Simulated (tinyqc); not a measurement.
Worked calculation: Hubbard ring of 3 sites. One step of it, computed by the program tinyqc.

Question. Mean-field iteration 1. H(up) = T + U n(down), H(down) = T + U n(up); fill the lowest levels; n(new) = n + mixing (n(out) - n); E = tr T (rho up + rho down) + U sum n_up n_down of the output.

one-body matrix (hopping and site energies) (eV):
```
,1,2,3
1,-0.690000,-1.660000,-1.660000
2,-1.660000,0.540000,-1.660000
3,-1.660000,-1.660000,-0.960000
```

U = 0.700000 eV

electrons, up and down: 2  1

mixing = 0.500000

n(up) at the start (a guess, not normalised): 1 0.717000, 2 0.617000, 3 0.717000

n(down) at the start (a guess): 1 0.283000, 2 0.383000, 3 0.283000

Give: levels, up; levels, down; energy; n(up) after iteration 1; n(down) after iteration 1.

Answer.

levels, up (eV): -3.554  1.032  2.076

levels, down (eV): -3.282  1.335  2.273

energy = -6.189 eV

n(up) after iteration 1: 1 0.787, 2 0.423, 3 0.816

n(down) after iteration 1: 1 0.322, 2 0.308, 3 0.344
